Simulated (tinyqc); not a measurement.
## Interface states from two metals

Problem. Schottky barriers follow phi = S (pM - chi) + (1 - S) E0, S = 1/(1 + q Ds dl/(eps0 ei)). Find S, E0 and Ds.

Inputs (values chosen for the exercise); material values close to those of silicon: electron affinity chi = 4.09 eV; thickness of the interface layer dl = 0.58 nm; its relative permittivity ei = 3.5.

Constants: q = 1.602176634e-19 C, eps0 = 8.8541878128e-14 F/cm where lengths are in cm. Results are converted to the units shown.

phi for pM = 4.14 and 5.08 eV (eV): 0.52875671  0.89179350

Answer. The slope is S, and either point then gives E0.

S = 0.3862
E0 = 0.8300 eV
Ds = 5.300e13 cm^-2 eV^-1

tinyqc, about 0.01 s, one thread, Intel Xeon 2.30GHz (shared host): `OMP_NUM_THREADS=1 python tinyqc.py 2430001 2430002 out.jsonl`
